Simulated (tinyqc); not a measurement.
## Film thickness from the threshold shift

Inverse problem. Undoped body with a flat potential across it, hard walls, transport along x. Three valley pairs (g = 2 each) with the longitudinal mass along x, y or z. Non-parabolicity enters the subband edges through E (1 + al E) = gamma, so E = 2 gamma/(1 + sqrt(1 + 4 al gamma)); motion within a subband is taken as parabolic with the band-edge mass. Energies are counted from the bulk band edge. gamma = C (pi k/(t + dl))^2/mz, C = hbar^2/(2 m0). Each subband has N_k = g sqrt(mx my) m0 kB T/(pi hbar^2); without degeneracy n = exp(EF/Vt) sum N_k exp(-E_k/Vt). Classical value Nc times t, Nc = sum over valleys of 2 g (m m0 kB T/(2 pi hbar^2))^1.5 with m = (mx my mz)^(1/3). Threshold shift dVT = Vt ln(classical value/sum N_k exp(-E_k/Vt)). Find t and the lowest subband edge.

Values chosen for this exercise; masses close to those of silicon: temperature T = 300 K; longitudinal mass ml = 0.933 m0; transverse mass mt = 0.193 m0; non-parabolicity al = 0 1/eV; widening of the box by penetration into the insulator dl = 0.3 nm.

Constants: q = 1.602176634e-19 C, kB = 1.380649e-23 J/K, hbar = 1.054571817e-34 J s, m0 = 9.1093837015e-31 kg, Vt = kB T/q, hbar^2/(2 m0) = 0.0380998212 eV nm^2. Results are converted to the units shown.

dVT = 64.749610 mV

Answer. dVT is evaluated for trial values of t with all subbands; between 1.5 and 25 nm one value matches.

t = 2.500 nm
E_1 = 51.41 meV

Numbers from tinyqc (`OMP_NUM_THREADS=1 python tinyqc.py 2350118 2350119 out.jsonl`; about 0.06 s on one thread of a shared Intel Xeon 2.30GHz).
